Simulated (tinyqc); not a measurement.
Peak shift with the field.

The DLTS signal is S = C(t2) - C(t1), the change of the capacitance transient between two sampling times. Emission rate en = sn vth(T) Nc(T) exp(-Et/kB T) = sn g T^2 exp(-Et/kB T), g = vth Nc/(300 K)^2, as vth goes as T^0.5 and Nc as T^1.5 (degeneracy factor 1). For an exponential transient S peaks where en = ew = ln(t2/t1)/(t2 - t1). A Coulomb centre of charge +q (when empty) in the field F lowers its barrier by dE = sqrt(q F/(pi eps0 eps_r)) along the field. One-dimensional rate: en exp(b), b = dE/kB T; three-dimensional (Hartke): en {[1 + (b - 1) exp(b)]/b^2 + 1/2}. The peak temperatures solve rate = ew.

Parameters, values chosen for the exercise; material values close to those of silicon: relative permittivity eps_r = 11.5; conduction-band density of states at 300 K Nc = 2.77e19 cm^-3; thermal velocity at 300 K vth = 2.2e7 cm/s; depth of the trap below the conduction edge Et = 0.2 eV; capture cross-section sn = 9.4e-17 cm^2; first sampling time t1 = 1 ms; second sampling time t2 = 2.5 ms.

Constants: q = 1.602176634e-19 C, kB = 1.380649e-23 J/K, eps0 = 8.8541878128e-14 F/cm where lengths are in cm. Results are converted to the units shown.

Peak shift with the field:
```
F (kV/cm)  dE (meV)  T peak, one-dimensional (K)  T peak, three-dimensional (K)
1.9           9.755                        132.1                          135.7
4.4           14.85                        128.9                          134.2
10            22.38                        124.2                          131.5
23            33.94                        117.0                          126.6
54            52.01                        105.6                          117.3
120           77.53                        89.21                          102.2
280           118.4                        62.24                          75.01
```

Read the table: what changes, and by how much?

dE grows as the square root of F, from 9.76 to 118 meV. The peak, at 138.1 K without field, moves down by 75.9 K (one-dimensional) or 63.1 K (three-dimensional) in the last row. A centre that is neutral when empty has no such long-range lowering, so the shift tells the charge state.

Numbers from tinyqc (`OMP_NUM_THREADS=1 python tinyqc.py 2050148 2050149 out.jsonl`; about 0.01 s on one thread of a shared Intel Xeon 2.30GHz).
